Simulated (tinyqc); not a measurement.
From results back to parameters: direct gap of a germanium-like layer under biaxial tension. Three cases, with inputs chosen for the exercise.

Problem. A (001) layer under biaxial tension e_par has ezz = -2 (C12/C11) e_par, Ec = Eg + ac tr(e), E(HH) = -P - Q and E(LH) = -P + (Q - Dso + sqrt(Dso^2 + 2 Dso Q + 9 Q^2))/2 with P = -av tr(e), Q = -b (e_par - ezz). The transition from the light-hole edge is given.

Case 1.

Values chosen (near those of Ge, gaps at low temperature; the results hold for these values, not for the real material): Eg = 0.902 eV (gap at Gamma to the s-like level); Dso = 0.286 eV (spin-orbit splitting); ac = -8.17 eV (conduction deformation potential); av = 1.26 eV (valence hydrostatic potential); b = -2.55 eV (tetragonal shear potential); C11 = 126.8 GPa; C12 = 47.5 GPa.

Ec - E(LH) = 0.840065 eV

Case 2.

Values chosen (near those of Ge, gaps at low temperature; the results hold for these values, not for the real material): Eg = 0.899 eV (gap at Gamma to the s-like level); Dso = 0.292 eV (spin-orbit splitting); ac = -8.09 eV (conduction deformation potential); av = 1.22 eV (valence hydrostatic potential); b = -2.57 eV (tetragonal shear potential); C11 = 127.4 GPa; C12 = 48.2 GPa.

Ec - E(LH) = 0.771434 eV

Case 3.

Values chosen (near those of Ge, gaps at low temperature; the results hold for these values, not for the real material): Eg = 0.9 eV (gap at Gamma to the s-like level); Dso = 0.285 eV (spin-orbit splitting); ac = -8.11 eV (conduction deformation potential); av = 1.26 eV (valence hydrostatic potential); b = -2.57 eV (tetragonal shear potential); C11 = 130.5 GPa; C12 = 48.2 GPa.

Ec - E(LH) = 0.880258 eV

Find: e_par; Ec - E(HH).

Solution. Ec - E(LH) falls steadily with tension, so bisection between 0 and 4 % gives the only root; then Ec - E(HH) = Eg + (ac - av) tr(e) + Q.

Case 1.

e_par = 0.370 %
Ec - E(HH) = 0.8749 eV

Case 2.

e_par = 0.750 %
Ec - E(HH) = 0.8460 eV

Case 3.

e_par = 0.120 %
Ec - E(HH) = 0.8912 eV

Computed by tinyqc, one run a case: `OMP_NUM_THREADS=1 python tinyqc.py N N+1 out.jsonl` with N = 1080820, 1080829, 1080868; one thread of a shared Intel(R) Xeon(R) Processor @ 2.30GHz, about 0.01 s a run at most.
